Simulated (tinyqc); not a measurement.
From results back to parameters: interband optics of a two-band s-p chain from momentum matrix elements. Three cases, with inputs chosen for the exercise.

Problem. At k = 0 the chain has the gap D0 = Es - Ep_ - 2 (ts + tp), w0 = 4 a^2 V^2, and masses 2c/mc = 2 ts a^2 + 2 w0/D0, 2c/mv = 2 tp a^2 + 2 w0/D0 (c = hbar^2/2m0, mv positive for holes). The oscillator strength there is f0 = w0/(c D0). V, ts and tp are hidden.

Constants: hbar^2/2m0 = 3.80998211 eV angstrom^2.

Case 1.

Values chosen: a = 3.77 angstrom (period).
D0 = 2.5900 eV
f0 = 6.97116

mc, mv (m0): 0.115112  0.114132

Case 2.

Values chosen: a = 2.29 angstrom (period).
D0 = 4.4100 eV
f0 = 1.82785

mc, mv (m0): 0.399634  0.372964

Case 3.

Values chosen: a = 3.21 angstrom (period).
D0 = 4.9500 eV
f0 = 6.39049

mc, mv (m0): 0.135297  0.130983

Find: V; ts; tp.

Solution. w0 = f0 c D0 gives V; 1/mc - f0 = ts a^2/c and 1/mv - f0 = tp a^2/c.

Case 1.

V = 1.10 eV
ts = 0.46 eV
tp = 0.48 eV

Case 2.

V = 1.21 eV
ts = 0.49 eV
tp = 0.62 eV

Case 3.

V = 1.71 eV
ts = 0.37 eV
tp = 0.46 eV

Computed by tinyqc, one run a case: `OMP_NUM_THREADS=1 python tinyqc.py N N+1 out.jsonl` with N = 1651790, 1651834, 1651844; one thread of a shared Intel(R) Xeon(R) Processor @ 2.30GHz, about 0.01 s a run at most.
